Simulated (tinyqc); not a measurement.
Abrupt p-n junction, non-linear Poisson equation by Newton steps: one step of the calculation.

One dimension, p side on the left, n side on the right; net doping C = -Na for x < 0 and +Nd for x > 0. The potential psi is counted from the intrinsic level, and the quasi-Fermi potentials are flat: 0 for holes and -V for electrons, so n = ni exp((psi + V)/Vt) and p = ni exp(-psi/Vt) (Boltzmann statistics, full ionisation, no current). Under reverse bias this makes the minority densities vanishingly small everywhere; they play no part in the charge.

Problem. Converged densities, field and charge. n and p as above; field E_i = -(psi_(i+1) - psi_i)/h_i on each interval; charge on either side of the peak Q = eps0 eps_r |E|max (Gauss).

Values chosen for this exercise; band and dielectric values close to those of gallium nitride: temperature T = 300 K; relative permittivity eps_r = 9.58; bias of the p side against the n side V = -0.8 V.

Constants: q = 1.602176634e-19 C, kB = 1.380649e-23 J/K, Vt = kB T/q, eps0 = 8.8541878128e-14 F/cm where lengths are in cm. Results are converted to the units shown.

```
node  x (nm)  converged psi (V)  net doping C (cm^-3)
0      -2670         -1.4853768               -2.1e15
1       -588         -0.9033274               -2.1e15
2       -127          1.5506034               -2.1e15
3      -25.1          2.2067836               -2.1e15
4       -2.5          2.3581625               -2.1e15
5        2.5          2.3964981                5.5e17
6       8.32          2.4176003                5.5e17
7       15.1          2.4260088                5.5e17
8         23          2.4285640                5.5e17
9       32.2          2.4291837                5.5e17
10        43          2.4293202                5.5e17
```

ni = 2.3387710e-10 cm^-3

Give: n; p; field E; peak |E|; charge Q.

Solution.

```
node  n (cm^-3)  p (cm^-3)
0     9.470e-49   2.100e15
1     5.680e-39    3.501e5
2         951.9  2.089e-36
3      1.004e14  1.980e-47
4      3.507e16  5.670e-50
5      1.545e17  1.287e-50
6      3.495e17  5.690e-51
7      4.839e17  4.110e-51
8      5.341e17  3.723e-51
9      5.471e17  3.635e-51
10     5.500e17  3.616e-51
```

field E, interval 0 to 9 (kV/cm): -2.80  -53.23  -64.39  -66.98  -76.67  -36.26  -12.40  -3.23  -0.67  -0.13
peak |E| = 76.67 kV/cm
charge Q = 65.03 nC/cm^2

Computed by the program tinyqc: `OMP_NUM_THREADS=1 python tinyqc.py 2000049 2000050 out.jsonl`, one thread of a shared Intel Xeon 2.30GHz, about 0.04 s for the whole run.
